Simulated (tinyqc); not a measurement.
## Thermal resistances of a two-die stack

Inverse problem. Heat leaves through the lower die only, and the system is linear. Find the resistance R1 from the lower die to the coolant, R2 between the dies, and the rise of the upper die when both are powered.

Values chosen for this exercise:
- P1 = 20 W (power of the lower die)
- P2 = 15 W (power of the upper die)

rises of the lower and upper die with only the lower one powered (K): [9, 9]
rises of the lower and upper die with only the upper one powered (K): [6.75, 13.8]

Answer. With only the lower die powered no heat crosses R2, so both dies rise by P1 R1; the difference in the second test is P2 R2; rises add.

R1 = 0.450 K/W
R2 = 0.470 K/W
rise of the upper die = 22.8 K

Numbers from tinyqc (`OMP_NUM_THREADS=1 python tinyqc.py 2162248 2162249 out.jsonl`; about 0.1 s on one thread of a shared Intel Xeon 2.30GHz).
